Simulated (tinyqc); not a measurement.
# Worked calculation: frequency dispersion of an accumulation capacitance by border traps, distributed model

Numbers from tinyqc (`OMP_NUM_THREADS=1 python tinyqc.py 2202171 2202172 out.jsonl`; about 0.5 s on one thread of a shared Intel Xeon 2.30GHz). Printed values are rounded.

Traps spread evenly through the insulator exchange electrons with the semiconductor by tunnelling, with tau(x) = t0 exp(2 ka x) at depth x from the interface. The admittance per area Y seen at depth x obeys dY/dx = -Y^2/(i w eps0 eox) + q Nb ln(1 + i w tau)/tau, with Y(0) = i w Cs and w = 2 pi f; the gate sees Y(tox) = G + i w C. Working variable y = Y/(i w), in uF/cm^2. Cox = eps0 eox/tox.

Parameters, values chosen for the exercise; permittivity close to that of zirconium oxide:
```
symbol  value         unit                                               meaning
eox        23                             relative permittivity of the insulator
tox       5.9           nm                                   insulator thickness
Cs        1.5      uF/cm^2             semiconductor capacitance in accumulation
Nb       3e19  cm^-3 eV^-1                               density of border traps
ka        4.5         1/nm  decay constant of the wave function in the insulator
t0      1e-11            s              time constant of a trap at the interface
f         100           Hz                                             frequency
xe        2.7           nm               depth down to which the steps are taken
```

Constants: q = 1.602176634e-19 C, eps0 = 8.8541878128e-14 F/cm where lengths are in cm. Results are converted to the units shown.

## Scales and lumped estimate

Cox; trap-free value 1/(1/Cox + 1/Cs); response depth d = ln(1/(w t0))/(2 ka), where w tau = 1; lumped estimate: all traps within d act as C_bt = q Nb d placed at d/2, so C = 1/{1/[1/(1/Cs + d/(2 eps0 eox)) + C_bt] + (tox - d/2)/(eps0 eox)}.

Cox = 3.451633 uF/cm^2
trap-free C = 1.045604 uF/cm^2
d = 2.098377 nm
C_bt = 1.008591 uF/cm^2
lumped C = 1.527433 uF/cm^2

The traps within reach amount to 0.672 Cs and lie in the first 35.6 % of the insulator.

## Midpoint steps through the active depth

In terms of y: dy/dx = -y^2/(eps0 eox) + s(x), s = q Nb ln(1 + z)/z, z = i w tau. 8 midpoint steps of h = xe/8: y_half = y + (h/2) y'(x, y), y(new) = y + h y'(x + h/2, y_half).

| point | x (nm) | s (uF/(cm^2 nm)) | y (uF/cm^2) |
|---|---|---|---|
| 0 | 0 | 0.4806530+0.0000000i | 1.500000+0.000000i |
| 1 | 0.3375 | 0.4806530+0.0000000i | 1.621761+0.000000i |
| 2 | 0.675 | 0.4806530-0.0000007i | 1.737146+0.000000i |
| 3 | 1.012500 | 0.4806530-0.0000137i | 1.846073-0.000001i |
| 4 | 1.35 | 0.4806528-0.0002855i | 1.948531-0.000022i |
| 5 | 1.687500 | 0.4805547-0.0059524i | 2.044579-0.000457i |
| 6 | 2.025 | 0.4436527-0.1100551i | 2.133650-0.009476i |
| 7 | 2.362500 | 0.0659495-0.1062424i | 2.136005-0.072181i |
| 8 | 2.7 | 0.0033511-0.0115841i | 2.067505-0.078906i |

## Capacitance and conductance at the gate

y at xe = 2.067505-0.078906i uF/cm^2

Beyond xe the traps are ignored, so 1/y(tox) = 1/y(xe) + (tox - xe)/(eps0 eox); C = Re y, G/w = -Im y, loss tangent G/(w C).

y at the gate = 1.560945-0.044949i uF/cm^2
C = 1.560945 uF/cm^2
G/w = 0.04494904 uF/cm^2
loss tangent = 0.02879603

A fine integration over the whole insulator gives C = 1.5642 and G/w = 0.04313 uF/cm^2; the coarse G/w is 4.2 % above that. The fine C is 50 % above the trap-free value, and the lumped estimate is 2.4 % below the fine result.
